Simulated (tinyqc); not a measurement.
# Threshold spread from leakage statistics

Question. VT is Gaussian with standard deviation s and Ioff goes as exp(-VT/(n Vt)), so Ioff is log-normal: mean/median = exp(w^2/2) with w = s/(n Vt). Find w, s, the relative standard deviation sqrt(exp(w^2) - 1) and the share of devices that leak more than the mean, erfc(w/(2 sqrt(2)))/2.

Inputs (values chosen for the exercise):
```
symbol,value,unit,meaning
T,300,K,temperature
n,1.47,,subthreshold factor
```

Constants: q = 1.602176634e-19 C, kB = 1.380649e-23 J/K, Vt = kB T/q. Results are converted to the units shown.

mean/median of the off current = 1.3530173

Solution. w = sqrt(2 ln(mean/median)); the mean lies w/2 standard deviations out in ln Ioff.

w = 0.7776
s = 29.55 mV
relative standard deviation = 0.9114
share above the mean = 34.87 %

tinyqc, about 0.01 s, one thread, Intel Xeon 2.30GHz (shared host): `OMP_NUM_THREADS=1 python tinyqc.py 2090007 2090008 out.jsonl`
